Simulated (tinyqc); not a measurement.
What each parameter does: polytypes by hexagonality, and a cubic inclusion as a quantum well.

Gap: E3 + (Es - E3) h/hs for h up to hs, then linear from Es to E2 at h = 1. Valence top Ev2 h and polarisation P2 h, both counted from 3C; Ec = Ev + gap.

A cubic inclusion of width L = N d in the host (h = 0.5) is a well of depth V = Ec(host) - Ec(3C). Square well with mass mismatch: k tan(k L/2) = (m_w/m_b) q, k = sqrt(m_w E/c), q = sqrt(m_b (V - E)/c), c = hbar^2/2m0, lowest root. The depth of the level, V - E, is its binding, and the transition to the valence top of the host is gap(host) - (V - E). The step in polarisation gives a field |F| = |P|/(eps eps0) in a thin inclusion, eps0 = 8.8541878e-12 F/m.

Constants: hbar^2/2m0 = 3.80998211 eV angstrom^2.

Values chosen for the exercise (of the order of those of SiC; the results hold for these values, not for the real material):
- E3 = 2.372 eV (gap of the cubic polytype)
- E2 = 3.361 eV (gap of 2H)
- Ev2 = 0.15 eV (valence top of 2H above that of 3C)
- P2 = -0.0506 C/m^2 (spontaneous polarisation of 2H)
- Es = 3.297 eV (gap at the hexagonality hs)
- hs = 0.5 (hexagonality up to which the first line holds)
- m = (0.313, 0.323) m0 (electron mass along c in the cubic layer and in the host)
- d = 2.518 angstrom (thickness of a double layer)
- eps = 10.3 (dielectric constant)
- N = 3 (double layers in the cubic inclusion)

Well depth, depth of the level, transition without the field and field. Each row changes one parameter from the base and keeps the others.

Results:

| case | V (eV) | depth (eV) | transition (eV) | \|F\| (MV/cm) |
|---|---|---|---|---|
| base | 1.0000 | 0.4932 | 2.8038 | 2.774 |
| N = 4 | 1.0000 | 0.6158 | 2.6812 | 2.774 |
| Ev2 = 0.18 eV | 1.0150 | 0.5039 | 2.7931 | 2.774 |
| E3 = 2.352 eV | 1.0200 | 0.5075 | 2.7895 | 2.774 |
| E2 = 3.391 eV | 1.0000 | 0.4932 | 2.8038 | 2.774 |
| P2 = -0.0658 C/m^2 | 1.0000 | 0.4932 | 2.8038 | 3.608 |
| eps = 11.3 | 1.0000 | 0.4932 | 2.8038 | 2.529 |
| m = (0.376, 0.323) m0 | 1.0000 | 0.5085 | 2.7885 | 2.774 |

The largest shifts from the base row, up to three for each result and ties (the steps differ in size, so this ranks the rows, not the parameters). V (eV): E3 +0.0200, Ev2 +0.0150; unchanged at the printed digits by N, E2, P2, eps and m. depth (eV): N +0.1227, m +0.0153, E3 +0.0143; unchanged at the printed digits by E2, P2 and eps. transition (eV): N -0.1227, m -0.0153, E3 -0.0143; unchanged at the printed digits by E2, P2 and eps. |F| (MV/cm): P2 +0.833, eps -0.246; unchanged at the printed digits by N, Ev2, E3, E2 and m.

(tinyqc, `OMP_NUM_THREADS=1 python tinyqc.py 1850083 1850084 out.jsonl`, Intel(R) Xeon(R) Processor @ 2.30GHz, 1 thread, shared host, about 0.05 s.)
